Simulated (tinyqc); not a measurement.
Inside a calculation. Model: polytypes and stacking faults of a tetrahedral semiconductor in an axial Ising model with couplings up to third neighbours. Computed by tinyqc, a small Python program that keeps every step. Command: `OMP_NUM_THREADS=1 python tinyqc.py 3014010 3014011 out.jsonl polytype walk`. One thread of a shared host (Intel(R) Xeon(R) Processor @ 2.30GHz), about 0.01 s of CPU time with the checks. Intermediate numbers are printed to about 5 digits and carried at full precision; extremes and crossings named in words are read from the listed rows.

Each double layer has s = +1 or -1 for the sense of its stacking step; E per pair of atoms = E0 - sum_n J_n <s_i s_(i+n)>, n = 1, 2, 3. Hexagonality h = (1 - <s_i s_(i+1)>)/2.

Inputs (values chosen for the exercise, for a model crystal):
```
quantity                                    value      unit
J1                                           1.06  meV/pair
J2                                          -3.23  meV/pair
J3                                          -0.31  meV/pair
basal lattice constant a                     3.08  angstrom
shear modulus G                               186       GPa
Poisson ratio nu                             0.21         -
gap of 3C                                    2.39        eV
gap of 4H                                    3.26        eV
binding energy of the fault level E_b        0.22        eV
in-plane mass m                              0.45        m0
effective density of states N_c at 300 K  3.4e+19    1/cm^3
electron density n                        1.3e+19    1/cm^3
temperature T                                 550         K
```

Host polytype: 4H.

Constants: 1 eV/angstrom^2 = 16.02176634 J/m^2; m_0 = 9.1093837015e-31 kg; hbar = 1.054571817e-34 J s; k_B = 1.380649e-23 J/K; k_B = 8.617333262e-05 eV/K.

## Energies of the polytypes

correlations of the repeat units 3C (+), 2H (+-), 4H (++--), 6H (+++---), 15R (+++--), 8H (++++----), 21R (++++---), 9R (++-):
```
       n = 1    n = 2    n = 3
3C    1.0000   1.0000   1.0000
2H   -1.0000   1.0000  -1.0000
4H    0.0000  -1.0000   0.0000
6H    0.3333  -0.3333  -1.0000
15R   0.2000  -0.6000  -0.6000
8H    0.5000   0.0000  -0.5000
21R   0.4286  -0.1429  -0.7143
9R   -0.3333  -0.3333   1.0000
```

E - E(3C) = sum_n J_n (1 - C_n), C_n = <s_i s_(i+n)>. The gap is taken linear in h between 3C (h = 0) and 4H (h = 1/2), a rough rule, with a dash beyond.

Polytypes:
```
polytype       h  E - E(3C) (meV/pair)  gap by the linear rule (eV)
3C        0.0000                0.0000                       2.3900
2H        1.0000                1.5000                            -
4H        0.5000               -5.7100                       3.2600
6H        0.3333               -4.2200                       2.9700
15R       0.4000               -4.8160                       3.0860
8H        0.2500               -3.1650                       2.8250
21R       0.2857               -3.6171                       2.8871
9R        0.6667               -2.8933                            -
```

E(2H) - E(3C) = 1.5 meV/pair

E(4H) - E(3C) = -5.71 meV/pair

E(6H) - E(3C) = -4.22 meV/pair

The lowest is 4H, 0.894 meV/pair below 15R. J1/|J2| = 0.33: for J3 = 0 and J2 < 0 the ground state is 2H below -2, 4H between -2 and 2, and 3C above 2; at 2 itself all periods with bands of two or more layers are degenerate.

## Back from three energies to J1, J2, J3

With d2, d4, d6 the energies of 2H, 4H, 6H over 3C: d2 = 2 J1 + 2 J3, d4 = J1 + 2 J2 + J3, d6 = (2/3) J1 + (4/3) J2 + 2 J3, so J2 = (d4 - d2/2)/2, J3 = (3/4)(d6 - (2/3) d4), J1 = d2/2 - J3.

J1 recovered = 1.06 meV/pair

J2 recovered = -3.23 meV/pair

J3 recovered = -0.31 meV/pair

## Stacking-fault energies

fault coefficients k_n:
```
                      J1  J2  J3
single Shockley (31)   0  -4   0
double Shockley (62)  -4  -8   0
Frank-type (32)       -1  -2   3
```

Faults in 4H: the sequences single Shockley (31) (+++-), double Shockley (62) (++++++--), Frank-type (32) (+++--) are put between perfect repeats; k_n = (layers x C_n of the host) - sum_i s_i s_(i+n). gamma = sum k_n J_n/A, A = (sqrt 3/2) a^2; 1 meV/angstrom^2 = 16.02177 mJ/m^2.

gamma (mJ/m^2): single Shockley (31) 25.197, double Shockley (62) 42.124, Frank-type (32) 8.717

energy of the glide fault, single Shockley (31) = 25.197 mJ/m^2

The cheapest is the Frank-type (32) fault.

## Splitting of a basal screw dislocation

Screw line, bounded by the single Shockley (31) fault of energy gamma: b = a, partials b_p = a/sqrt 3; d = G b_p^2 (2 - 3 nu)/(8 pi gamma (1 - nu)). One partial is driven off by the shear stress gamma/b_p along its Burgers vector.

splitting width d = 16.107 nm

stress to open the fault = 141.69 MPa

## Electronic energy gained by the fault

The fault binds electrons in a two-dimensional band E_b below the conduction edge, g2 = m m0/(pi hbar^2) for one valley. With the Fermi level held by the bulk, eta = ln[n/N_c(T)], N_c(T) = N_c (T/300)^1.5, the grand potential falls by g2 (k_B T)^2 F1(x), x = eta + E_b/(k_B T), F1(x) = integral from 0 to infinity of ln(1 + exp(x - t)) dt; sheet density g2 k_B T ln(1 + e^x). Band bending by the trapped charge is left out, so the gain is an upper bound. Net fault energy = gamma of the single Shockley (31) fault less the electronic gain.

x = 2.7712

sheet density = 2.5230e+13 1/cm^2

electronic gain = 3.6689 mJ/m^2

net fault energy = 21.528 mJ/m^2

The gain offsets 15 % of the fault energy.

## Gain against electron density

The formulas are those given above.

At T:
```
n (1/cm^3)        x  sheet density (1/cm^2)  gain (mJ/m^2)  gain/gamma  gain/gamma at T + 200 K
1.00e+14    -9.0041              1.0949e+09     8.3147e-05  3.2999e-06               1.1176e-06
1.00e+15    -6.7015              1.0943e+10     8.3124e-04  3.2990e-05               1.1176e-05
1.00e+16    -4.3989              1.0883e+11     8.2896e-03  3.2900e-04               1.1170e-04
1.00e+17    -2.0963              1.0328e+12     8.0726e-02  3.2038e-03               1.1114e-03
1.00e+18     0.2062              7.1415e+12     6.6059e-01  2.6217e-02               1.0606e-02
5.00e+18     1.8157              1.7520e+13     2.1221e+00  8.4223e-02               4.5124e-02
2.00e+19     3.2020              2.8883e+13     4.5538e+00  1.8073e-01               1.2763e-01
```

For x well below 0 the gain is k_B T times the sheet density and linear in n; for x well above 0 the well fills and the gain grows only about as x^2. It stays below the fault energy in all rows; 200 K more changes it by a factor 0.34 at 1e16.

Checks made by the program: the recovered constants (relative difference below 1e-10).
